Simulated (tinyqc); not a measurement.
Solubility, supersaturation, precipitation and gettering of an impurity in a silicon-like host: one step, computed by the program tinyqc.

The wafer was saturated at T1 and is then held at T.

Question. Segregation into a layer on one face. k = k_0 exp(E_g/(k_B T)); in equilibrium the bulk keeps C/C0 = 1/(1 + k t_g/w). For a strong sink on one face the slowest diffusion mode has tau_w = 4 w^2/(pi^2 D), and C/C0 is estimated as c_eq + (1 - c_eq)(8/pi^2) sum over odd m up to 99 of exp(-m^2 t/tau_w)/m^2. Precipitation is left out here.

Inputs (values chosen for the exercise, modelled on gold in silicon):

| quantity | value | unit |
|---|---|---|
| temperature of saturation T1 | 1400 | K |
| anneal temperature T | 962 | K |
| anneal time t | 30000 | s |
| wafer thickness w | 775 | micrometre |
| segregation energy E_g | 0.86 | eV |
| segregation prefactor k_0 | 0.037 | - |
| getter layer thickness t_g | 0.47 | micrometre |

Gettering: segregation gettering in a layer.

D(T) = 3.367395e-10 cm^2/s

Constants: k_B = 8.617333262e-05 eV/K.

Give: segregation coefficient k; equilibrium C/C0; tau_w; mean C/C0 at t.

Answer.

segregation coefficient k = 1184.7

equilibrium C/C0 = 0.58191

tau_w = 7.2289e+06 s

mean C/C0 at t = 0.98065

Diffusion and capacity both matter. Caution: the barrier to homogeneous nucleation is below 35 k_B T for these inputs, so new precipitates would form and outnumber the fixed sinks assumed here.
